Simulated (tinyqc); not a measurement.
Conductance against temperature: phonon transmission through an interface between two chains by Green functions. Computed by tinyqc, a small Python program. Command: `OMP_NUM_THREADS=1 python tinyqc.py 3007612 3007613 out.jsonl agf walk`. One thread of a shared host (Intel(R) Xeon(R) Processor @ 2.30GHz), about 0.01 s of CPU time with the checks.

Two semi-infinite chains (masses m_1, m_2; springs k_1, k_2), motion along the chain. The central region holds the end atom of each chain and three interlayer atoms of mass m_b, joined by springs k_b. lambda = omega^2 in eV/(angstrom^2 u); nu = 15.6333042 THz x sqrt(lambda).

Inputs (values chosen for the exercise, for two model chains):
```
quantity                          value           unit
mass m_1                           51.1              u
spring k_1                         9.55  eV/angstrom^2
mass m_2                           31.7              u
spring k_2                         15.9  eV/angstrom^2
junction spring k_b                1.96  eV/angstrom^2
interlayer mass m_b                34.7              u
probe frequency / lower band top   0.59              -
```

Atoms in the interlayer: three.

Constants: nu for 1 eV/(angstrom^2 u) = 15.6333042 THz; h x 1 THz = 4.135667696 meV; k_B = 8.617333262e-05 eV/K; k_B = 1.380649e-23 J/K; h = 6.62607015e-34 J s.

Method:
- nu_max = 15.6333042 THz x 2 sqrt(k/m); impedance Z = sqrt(k m); long-wave transmission 4 Z_1 Z_2/(Z_1 + Z_2)^2; the probe frequency is the given share of the lower band top.
- In chain i, sin(q_i a/2) = nu/nu_max,i. An outgoing wave makes the next atom move as exp(i q_i a) times the end atom, so the lead adds the self-energy Sigma_i = -k_i exp(i q_i a) to the force-constant matrix; Gamma_i = -2 Im Sigma_i = 2 k_i sin(q_i a).
- A = lambda M - K - Sigma over the central atoms, with K_ii the sum of the springs at i, K_(i,i+1) = -k_b; G = inverse of A; transmission = Gamma_1 Gamma_2 |G_(first,last)|^2.
- Landauer conductance G = k_B int tau(nu) x^2 e^x/(e^x - 1)^2 d nu, x = h nu/(k_B T), from 0 to the lower band top (240 Gauss-Legendre points in s from 0 to 1, nu = nu_top sin(pi s/2)); tau is the transmission, and its thermal mean is G over the value for tau = 1 in the same window; the quantum is g_0 = pi^2 k_B^2 T/(3 h).

band top of chain 1 = 13.5167 THz

band top of chain 2 = 22.1437 THz

Conductance:
```
T (K)  G (pW/K)  mean transmission     G/g_0  G for transmission 1 (pW/K)
1       0.94146            0.99475   0.99475                      0.94643
5        4.3004            0.90877   0.90877                       4.7322
20       12.656            0.66863   0.66863                       18.929
50       28.612            0.60471   0.60462                       47.315
100      43.649            0.47372   0.46119                       92.140
200      51.704            0.35582   0.27315                       145.31
400      54.326            0.31224   0.14350                       173.99
800      55.031            0.30026  0.072682                       183.28
```

At 1 K G/g_0 = 0.995; as T goes to 0 it tends to the long-wave transmission, where only the impedances count. Towards high T all modes count more and more alike; at 800 K G is 55.0 pW/K and the mean transmission is 0.300, which is well below the low-T value.
